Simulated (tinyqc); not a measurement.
Which current rules in forward bias: trap-assisted generation and recombination current of an abrupt junction. Computed by tinyqc, a small Python program. Command: `OMP_NUM_THREADS=1 python tinyqc.py 3026556 3026557 out.jsonl junctionleak walk`. One thread of a shared host (Intel(R) Xeon(R) Processor @ 2.30GHz), about 0.01 s of CPU time with the checks.

Depletion approximation, flat quasi-Fermi levels across the depleted layer, long neutral regions with minority lifetimes tau_n and tau_p, full ionisation and Boltzmann statistics. Voltages in exponents stand for e V.

Inputs (values chosen for the exercise, for a model semiconductor): gap E_g = 1.35 eV; electron mass m_e = 0.0559 m_0; valleys M_c = 1; hole mass m_h = 0.431 m_0; dielectric constant eps = 10.3; acceptor density N_A = 7.3e+17 cm^-3; donor density N_D = 1.1e+17 cm^-3; capture time tau_n = 1.2e-08 s; capture time tau_p = 4.7e-09 s; trap level E_t - E_i = -0.037 eV; electron diffusion coefficient D_n = 10 cm^2/s; hole diffusion coefficient D_p = 6.6 cm^2/s; temperature T = 300 K.

Field enhancement: none.

Constants: k_B = 8.617333262e-05 eV/K; m_0 = 9.1093837015e-31 kg; k_B = 1.380649e-23 J/K; h = 6.62607015e-34 J s; e = 1.602176634e-19 C; eps_0 = 8.8541878128e-12 F/m.

Method:
- N_c = 2 M_c (2 pi m_e k_B T/h^2)^(3/2) and N_v = 2 (2 pi m_h k_B T/h^2)^(3/2), masses in units of m_0.
- n_i = sqrt(N_c N_v) exp(-E_g/2 k_B T); V_bi = (k_B T/e) ln(N_A N_D/n_i^2); diffusion saturation current J_d0 = e n_i^2 [sqrt(D_n/tau_n)/N_A + sqrt(D_p/tau_p)/N_D].
- W = sqrt(2 eps eps_0 (V_bi - V)(1/N_A + 1/N_D)/e), x_p = W N_D/(N_A + N_D), x_n = W - x_p, peak field F_m = 2 (V_bi - V)/W; reverse bias means V = -V_r.
- Potential from the p edge: phi = (V_bi - V) x^2/(x_p W) on the p side and (V_bi - V)[1 - (W - x)^2/(x_n W)] on the n side; p = N_A exp(-phi/k_B T), n = n_i^2 exp(V/k_B T)/p; U = (n p - n_i^2)/[tau_p (n + n_i exp(dE/k_B T)) + tau_n (p + n_i exp(-dE/k_B T))], dE = E_t - E_i, n1 = n_i exp(dE/k_B T), p1 = n_i exp(-dE/k_B T); J_t = e int U dx by the trapezoid rule on 400 intervals on each side.
- J_d = J_d0 (exp(V/k_B T) - 1). Ideality n = (e/k_B T) dV/d ln J, central difference of 1 mV. The rows stop just below the bias where n = 0.1 p or tau_p n = 0.1 tau_n p at the p edge, or the like at the n edge.

k_B T = 0.0258520 eV

n_i = 7.02244e+06 cm^-3

J_d0 = 3.00408e-18 A/cm^2

Forward characteristic:
```
V (V)  J_t (A/cm^2)  J_d (A/cm^2)  ideality of J_t  ideality of the sum
0.22     3.0462e-09    1.4909e-14           1.8924               1.8924
0.35     4.1636e-08    2.2775e-12           1.9347               1.9346
0.48     5.6185e-07    3.4782e-10           1.9278               1.9267
0.61     7.7063e-06    5.3120e-08           1.9117               1.8998
0.74     1.0881e-04    8.1127e-06           1.8844               1.7755
0.87     1.6221e-03    1.2390e-03           1.8319               1.3467
1.00     2.7157e-02    1.8922e-01           1.7294               1.0559
1.12     4.1414e-01    1.9628e+01           1.7690               1.0091
```

What does the comparison show, and why?

Diffusion overtakes recombination between 0.87 and 1 V, and the ideality of the sum goes from 1.89 to 1.01, with a maximum of 1.93 at 0.35 V. The ideality of J_t alone lies between 1.73 and 1.93; it stays below 2 because the zone where n and p are alike widens as the field falls, and at the lowest bias the terms in n1 and p1 lower it too. Caution: one side is doped near or above its effective density of states, so Boltzmann statistics understate V_bi.

Extremes, crossings and ranges named in words are read from the listed rows.
